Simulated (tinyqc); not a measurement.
Worked calculation: Gupta-type many-body potential for a metal. Computed by tinyqc, a small Python program that keeps every step. Command: `OMP_NUM_THREADS=1 python tinyqc.py 3029093 3029094 out.jsonl gupta walk`. One thread of a shared host (Intel(R) Xeon(R) Processor @ 2.30GHz), about 0.01 s of CPU time with the checks. Intermediate numbers are printed to about 6 digits and carried at full precision; extremes and crossings named in words are read from the listed rows.

E_i = sum_j A exp(-p (r_ij/r0 - 1)) - xi rho_i^gamma, with rho_i = sum_j exp(-2 q (r_ij/r0 - 1)); gamma = 1/2 is the tight-binding second-moment form. The crystal is fcc unless stated; d is the neighbour distance and a fixed number of shells is kept.

Inputs (values chosen for the exercise, for a model metal): repulsion A = 0.178 eV; hopping xi = 1.08 eV; decay p = 10.6; decay q = 3.69; reference distance r0 = 2.749 angstrom; shells kept = 3; embedding exponent gamma = 0.6.

Surface: (110).

Constants: 1 eV/angstrom^3 = 160.2176634 GPa; 1 eV/angstrom^2 = 16.02176634 J/m^2.

## Equilibrium of the fcc crystal

fcc shells: d sqrt(k), k = 1..5, with 12, 6, 24, 12, 24 atoms; Omega = d^3/sqrt2. Equilibrium: dE/dd = 0; B = d^2 E''(d)/(9 Omega).

neighbour distance d = 2.76670 angstrom

lattice constant = 3.91270 angstrom

cohesive energy E_c = 2.74133 eV

bulk modulus B = 156.684 GPa

## Shell terms at equilibrium

Repulsion and density of one neighbour in each shell, and their sums.

Shells:
```
shell  count  r (angstrom)  repulsion (eV)   density
1         12       2.76670     1.66257e-01  0.953596
2          6       3.91270     2.00292e-03  0.043977
3         24       4.79206     6.74640e-05  0.004149
```

repulsive energy = 2.00873 eV

density rho = 11.8066

The band term is -xi rho^gamma = -4.7501 eV; with the repulsion it gives -E_c.

## Unrelaxed vacancy

Each neighbour j of the vacancy loses one repulsive term and one density term: E_v = sum_shells count x {-repulsion - xi [(rho - density)^gamma - rho^gamma]}. (The removed atom returns to a bulk-like site, so its own energy cancels.)

vacancy energy E_v = 0.887746 eV

ratio E_v/E_c, E_c = xi rho^gamma less the repulsive energy = 0.323838

A pair potential gives E_v = E_c; here the ratio is 0.32, as the remaining bonds of the neighbours strengthen when one is lost.

## Elastic constants

Second derivatives of E/Omega at equilibrium under homogeneous strain: e_xx = h gives C11; e_xx = -e_yy = h gives 2 (C11 - C12); e_xy = e_yx = h/2 gives C44.

C11 = 187.958 GPa

C12 = 141.047 GPa

C44 = 63.9577 GPa

Cauchy pressure C12 - C44 = 77.0895 GPa

C12/C44 = 2.21; pair forces would give 1. The excess comes from the curvature of the embedding term.

## The (110) surface

Cut the crystal without relaxation; an atom in layer l keeps the neighbours that lie below the surface plane. Excess = E_i + E_c. Surface energy = sum of excesses over the layers, divided by the area per surface atom: (sqrt3/2) d^2 for (111), d^2 for (100), sqrt2 d^2 for (110).

Layers:
```
layer  nearest neighbours  repulsion (eV)      rho  excess (eV)
1                       7         1.17276   6.9092     0.469959
2                      11         1.83806  10.7402     0.091623
3                      12         2.00846  11.7900     0.003738
```

excess per surface atom = 0.565319 eV

surface energy = 0.836692 J/m^2

## Three surfaces against bond counting

Bond counting with pair bonds charges E_c/12 for each missing nearest neighbour: 3, 4 and 6 per surface cell.

Surfaces:
```
face   missing bonds  excess (eV)  bond counting (eV)     ratio  surface energy (J/m^2)
(111)              3     0.271733             0.68533  0.396498                0.656747
(100)              4     0.362516             0.91378  0.396723                0.758777
(110)              6     0.565319             1.37066  0.412442                0.836692
```

The order of surface energies is (111) < (100) < (110), with (110)/(111) = 1.274 against 1.225 from counting first-neighbour bonds. The excess is 0.40 to 0.41 of the bond-counting value: atoms with fewer neighbours have stronger bonds. Further shells enter the excess but not the count. Caution: relaxation, left out here, lowers surface energies.

## Energy against coordination

Nearest neighbours only, z equal bonds relaxed to their best length: r/r0 = 1 + ln[A p z^(1 - gamma)/(2 q gamma xi)]/(p - 2 q gamma), E = z A exp(-p (r/r0 - 1)) - xi [z exp(-2 q (r/r0 - 1))]^gamma.

Relaxed bonds:
```
z   r (angstrom)  E per atom (eV)  E/z (eV)
1        2.33477         -1.22552  -1.22552
2        2.45826         -1.52247  -0.76124
3        2.53050         -1.72851  -0.57617
4        2.58175         -1.89139  -0.47285
6        2.65399         -2.14734  -0.35789
8        2.70524         -2.34969  -0.29371
9        2.72622         -2.43794  -0.27088
12       2.77748         -2.66767  -0.22231
```

Bonds lengthen from 2.335 to 2.777 angstrom between z = 1 and 12, and |E| grows as z^0.313, the exponent gamma (p - 2q)/(p - 2 q gamma) = 0.313; pair bonds would give z^1 at a fixed length.

Checks made by the program: sum of the shell terms (relative difference below 1e-10); (C11 + 2 C12)/3 against B (relative difference 4e-10).
